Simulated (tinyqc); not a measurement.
Threshold of a short bulk MOSFET: charge sharing, barrier lowering, narrow width: two steps of the calculation.

n-channel device on a p-type body, depletion approximation, full ionisation. Uniform doping N = Na. Vbi from Boltzmann statistics is rough for the degenerate source. Cox = eps0 eox/tox.

Inputs (values chosen for the exercise); band and dielectric values close to those of silicon: temperature T = 250 K; band gap Eg = 1.13 eV; relative permittivity eps_r = 11.9; conduction-band density of states at T Nc = 2.15e19 cm^-3; valence-band density of states at T Nv = 2e19 cm^-3; relative permittivity of the gate insulator (close to silicon dioxide) eox = 3.9; insulator thickness tox = 4.2 nm; channel doping Na = 1.6e18 cm^-3; source and drain doping Nsd = 1e20 cm^-3; flat-band voltage for the doping Na Vfb = -0.83 V; junction depth xj = 130 nm; body-source voltage Vbs = -1 V; drain-source voltage Vds = 1 V; gate width W = 190 nm; shape factor of the fringing depletion at the width edges xw = 0.7854; channel length L = 200 nm.

Constants: q = 1.602176634e-19 C, kB = 1.380649e-23 J/K, Vt = kB T/q, eps0 = 8.8541878128e-14 F/cm where lengths are in cm. Results are converted to the units shown.

Question 1. Long-channel threshold and scales. ni = sqrt(Nc Nv) exp(-Eg/(2 Vt)), Eg in volts; 2 pB = 2 Vt ln(N/ni); flat band Vfb - Vt ln(N/Na); Wd = sqrt(2 eps0 eps_r (2 pB - Vbs)/(q N)); body term q N Wd/Cox; long-channel VT0 = flat band + 2 pB + body term; Vbi = Vt ln(N Nsd/ni^2); scale length l = sqrt((eps_r/eox) tox Wd).

Find: N; 2 pB; flat band; Wd; body term; VT0; Vbi; l.

Answer 1.

N = 1.600e18 cm^-3
2 pB = 1.020 V
flat band = -0.8300 V
Wd = 40.75 nm
body term = 1.270 V
VT0 = 1.460 V
Vbi = 1.109 V
l = 22.85 nm

Question 2. Short-channel and narrow-width shifts. Charge sharing (trapezoid; it ignores Vds): F = (xj/L)(sqrt(1 + 2 Wd/xj) - 1), lowering = body term times F. Barrier lowering: th = exp(-L/(2 l)) + 2 exp(-L/l), lowering = th [2 (Vbi - 2 pB) + Vds], DIBL = th. Narrow width: rise = body term times xw Wd/W. VT by each model = VT0 - lowering + rise.

2 pB = 1.0196167 V
Wd = 40.745733 nm
body term = 1.2704233 V
VT0 = 1.4600401 V
Vbi = 1.1087020 V
l = 22.851088 nm

Wanted: F; lowering by charge sharing; th; lowering of the barrier; DIBL; narrow-width rise; VT, charge sharing; VT, barrier lowering.

Answer 2.

F = 0.1791
lowering by charge sharing = 227.5 mV
th = 0.01289
lowering of the barrier = 15.19 mV
DIBL = 12.89 mV/V
narrow-width rise = 214.0 mV
VT, charge sharing = 1.447 V
VT, barrier lowering = 1.659 V

L is 8.75 scale lengths. The charge-sharing lowering is 15.0 times the barrier lowering; the first falls off as 1/L and the second exponentially. Both describe the same loss of gate control, so they are alternatives and are not added.

Computed by the program tinyqc: `OMP_NUM_THREADS=1 python tinyqc.py 2002026 2002027 out.jsonl`, one thread of a shared Intel Xeon 2.30GHz, about 0.01 s for the whole run.
